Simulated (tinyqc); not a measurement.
Interdiffusion of a quantum well during annealing: blurred potential and shift of the confined levels. Changing the anneal temperature T. Computed by tinyqc, a small Python program. Command: `OMP_NUM_THREADS=1 python tinyqc.py 3009452 3009453 out.jsonl qwi sweep`. One thread of a shared host (Intel(R) Xeon(R) Processor @ 2.30GHz), about 0.08 s of CPU time with the checks.

A square well of width w is blurred by Fick diffusion with a constant coefficient; band offsets are linear in composition, masses are uniform, and strain and excitons are ignored.

Inputs (values chosen for the exercise, modelled on GaAs in AlGaAs):
```
quantity                value    unit
well width w              4.8      nm
electron mass m_e      0.0701     m_0
hole mass m_h           0.385     m_0
conduction offset V_c    0.25      eV
valence offset V_v       0.16      eV
prefactor D0            0.056  cm^2/s
activation energy E      3.81      eV
anneal time t            1800       s
```

Constants: k_B = 8.617333262e-05 eV/K; hbar^2/(2 m_0) = 3.80998212 eV angstrom^2.

Method:
- D = D0 exp(-E/(k_B T)); L = sqrt(D t); share of well material at the centre erf(w/(4L)); 1 nm = 1e-7 cm.
- Temperatures in kelvin are T(C) + 273.15.
- With L = sqrt(D t) and the share at the centre erf(w/(4L)). After the anneal: V(z) = V {1 - (1/2)[erf((w/2 - z)/(2L)) + erf((w/2 + z)/(2L))]}, energies counted from the original well bottom. Finite differences on 3000 points over |z| < w/2 + 6L + 25 nm; shifts are taken against the same grid with cell-averaged square steps.
- Rise of the bottom = V (1 - share at the centre). Overlap = |<electron|hole>|^2.

One run for each value:
```
anneal temperature T (C)  blue shift of the transition (meV)  diffusion length L (nm)  share at the centre
830                                                    2.820                    0.199                1.000
850                                                    5.564                    0.284                1.000
870                                                   10.638                    0.401                1.000
890                                                   19.707                    0.559                0.998
930                                                   58.447                    1.052                0.893
950                                                   88.541                    1.421                0.768
970                                                  121.264                    1.900                0.628
990                                                  152.617                    2.518                0.500
```

Give the missing row, anneal temperature T (C) = 910.

Computed row:
```
anneal temperature T (C)  blue shift of the transition (meV)  diffusion length L (nm)  share at the centre
910                                                   35.069                    0.771                0.972
```

Interpolating between the two neighbouring rows (linearly) misses most in blue shift of the transition (meV), by 11 %. Over the rows, blue shift of the transition (meV) rises from 2.82 to 153; diffusion length L (nm) rises from 0.199 to 2.52; share at the centre falls from 1.00 to 0.500. The apparent activation energy of the shift is 3.63 eV between the first rows and 1.56 eV between the last, against E = 3.81 eV: only small shifts measure E directly.
